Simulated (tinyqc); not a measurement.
MOS inversion layer, Poisson-Schroedinger loop: one step of the calculation.

Electrons confined at an insulator interface at z = 0, treated as a hard wall; parabolic valleys, Hartree approximation, no image or exchange terms. The depletion charge lies far deeper than the electrons and gives a uniform field q Nd/(eps0 eps_r); the gate balances all charge. Energies are counted from the band edge at the interface.

Problem. Density, output potential and mixing. n_i = sum_k N_k |psi_k|^2 (converted to cm^-3). Hartree part by Gauss: on the interval before node i the electrons still beyond are S_i = Ns - hz sum_(j<i) n_j, and U_i = U_(i-1) + q S_i hz/(eps0 eps_r) in eV, U_0 = 0 at the interface. Mixing: U(new) = U + a (U(out) - U).

Inputs (values chosen for the exercise); masses and permittivity close to those of silicon (111):
- eps_r = 11.5 (relative permittivity)
- Ns = 2.2e12 cm^-2 (sheet density of electrons)
- a = 1 (mixing factor)

Constants: q = 1.602176634e-19 C, eps0 = 8.8541878128e-14 F/cm where lengths are in cm. Results are converted to the units shown.

```
node  z (nm)  U after round 1 (eV)  |psi|^2 of A1 (1/nm)  |psi|^2 of A2 (1/nm)
1          1            0.03461677            0.19207584            0.11522520
2          2            0.06865580            0.35430896            0.07881486
3          3            0.10071053            0.26723913            0.00144670
4          4            0.12924361            0.12595543            0.10919475
5          5            0.15319440            0.04396610            0.21438567
6          6            0.17223489            0.01250799            0.20638163
7          7            0.18668347            0.00308379            0.13912525
8          8            0.19724212            0.00068660            0.07551488
9          9            0.20472948            0.00014198            0.03549226
10        10            0.20990376            0.00002780            0.01507612
11        11            0.21338748            0.00000522            0.00594451
12        12            0.21566107            0.00000095            0.00221361
13        13            0.21708608            0.00000017            0.00078723
14        14            0.21793256            0.00000003            0.00026922
15        15            0.21840035            0.00000000            0.00008881
16        16            0.21863414            0.00000000            0.00002819
17        17            0.21873463            0.00000000            0.00000847
18        18            0.21876801            0.00000000            0.00000226
19        19            0.21877432            0.00000000            0.00000040
```

N_k (cm^-2): A1 2.1999813e12, A2 1.8719287e7

Give: n; U(out); U after round 2.

Solution.

```
node  n (1e18 cm^-3)  U(out) (eV)  U after round 2 (eV)
1             4.2257     0.034617              0.034617
2             7.7947     0.062585              0.062585
3             5.8792     0.078287              0.078287
4             2.7710     0.084739              0.084739
5             0.9673     0.086831              0.086831
6             0.2752     0.087401              0.087401
7             0.0679     0.087537              0.087537
8             0.0151     0.087567              0.087567
9             0.0031     0.087573              0.087573
10            0.0006     0.087575              0.087575
11            0.0001     0.087575              0.087575
12            0.0000     0.087575              0.087575
13            0.0000     0.087575              0.087575
14            0.0000     0.087575              0.087575
15            0.0000     0.087575              0.087575
16            0.0000     0.087575              0.087575
17            0.0000     0.087575              0.087575
18            0.0000     0.087575              0.087575
19            0.0000     0.087575              0.087575
```

Numbers from tinyqc (`OMP_NUM_THREADS=1 python tinyqc.py 2160054 2160055 out.jsonl`; about 0.6 s on one thread of a shared Intel Xeon 2.30GHz).
